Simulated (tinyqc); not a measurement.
From one set of inputs to another, one input at a time: oxide trap near a transistor channel: two-state multiphonon kinetics, telegraph noise and bias instability. Computed by tinyqc, a small Python program. Command: `OMP_NUM_THREADS=1 python tinyqc.py 3004738 3004739 out.jsonl oxidetrap ladder`. One thread of a shared host (Intel(R) Xeon(R) Processor @ 2.30GHz), about 0.01 s of CPU time with the checks.

An n-channel device under positive gate bias. The trap is empty (state 1) or holds an electron (state 2); both states are parabolas of equal curvature, and the electron reservoir is taken at the Fermi level of the channel.

The inputs printed are set A. Inputs not listed in the table keep their values of set A, so the rows need not describe a real material.

Inputs (values chosen for the exercise, with an insulator like SiO2 on silicon): insulator constant eps_ox = 3.75; insulator thickness t_ox = 2 nm; trap depth x from the interface = 0.99 nm; tunnel barrier phi_b = 3.17 eV; tunnelling mass m_ox = 0.42 m_0; trap level above E_F at zero field E_t = 0.36 eV; relaxation energy E_R = 2.5 eV; oxide field F = 2 MV/cm; attempt rate k_0 at the interface = 2e+12 1/s; temperature T = 400 K; channel width W = 410 nm; channel length L = 23 nm; frequency f = 20 Hz.

Parts treated: one trap and an ensemble.

Constants: hbar^2/(2 m_0) = 3.80998212 eV angstrom^2; k_B = 8.617333262e-05 eV/K; e = 1.602176634e-19 C; eps_0 = 8.8541878128e-12 F/m.

Method:
- kappa = sqrt(2 m_ox phi_b)/hbar = sqrt(m_ox phi_b/(hbar^2/2m_0)); attenuation length lambda = 1/(2 kappa); factor exp(-x/lambda) for a rectangular barrier.
- E_21 = E_t - e F x is the energy of state 2 over state 1; barriers E_c = (E_R + E_21)^2/(4 E_R), E_e = E_c - E_21; tau_c = exp(E_c/k_B T)/(k_0 P), tau_e = exp(E_e/k_B T)/(k_0 P), P the tunnelling factor; occupation f_2 = tau_e/(tau_c + tau_e); 1/tau_0 = 1/tau_c + 1/tau_e.
- Charge-sheet step dV = e (t_ox - x)/(eps_ox eps_0 W L); Lorentzian spectrum S(f) = 4 dV^2 tau_0^2/((tau_c + tau_e)(1 + (2 pi f tau_0)^2)); corner 1/(2 pi tau_0); variance dV^2 f_2 (1 - f_2) = dV^2 tau_0/(tau_c + tau_e).

Each row keeps all changes above it:
```
input moved                                  from    to  capture time tau_c (s)  emission time tau_e (s)  corner frequency (Hz)
set A                                           -     -              5.1346e+01               4.6708e-01             3.4384e-01
temperature T (K)                             400   250              1.1681e+07               6.3342e+03             2.5140e-05
tunnelling mass m_ox (m_0)                   0.42   0.2              3.1045e+05               1.6835e+02             9.4589e-04
relaxation energy E_R (eV)                    2.5   2.1              3.0631e+03               1.6610e+00             9.5868e-02
trap level above E_F at zero field E_t (eV)  0.36  0.11              8.3535e+00               4.9645e+02             1.9373e-02
tunnel barrier phi_b (eV)                    3.17  1.55              7.3608e-01               4.3745e+01             2.1986e-01
oxide field F (MV/cm)                           2   1.1              5.5774e+00               5.2998e+00             5.8566e-02
channel width W (nm)                          410    24              5.5774e+00               5.2998e+00             5.8566e-02
```

Where does the difference come from?

Capture time tau_c goes from 51.3 to 5.58, a factor 0.109 in all. The largest single move comes from temperature T (a factor 227000), but it runs against the net change; the largest move in the direction of the net change is trap level above E_F at zero field E_t (a factor 0.00273). Emission time tau_e goes from 0.467 to 5.30, a factor 11.3 in all. The largest single move comes from temperature T (a factor 13600), and relaxation energy E_R works against it (a factor 0.00987). Corner frequency goes from 0.344 to 0.0586, a factor 0.170 in all. The largest single move comes from temperature T (a factor 7.31e-5), and relaxation energy E_R works against it (a factor 101). The single moves hold for this order of the switches; the total does not depend on the order.

Caution (rows temperature T, tunnelling mass m_ox, relaxation energy E_R, trap level above E_F at zero field E_t, tunnel barrier phi_b, oxide field F, channel width W): at this temperature nuclear tunnelling through such barriers shortens the times below these classical values.

Extremes, crossings and ranges named in words are read from the listed rows.
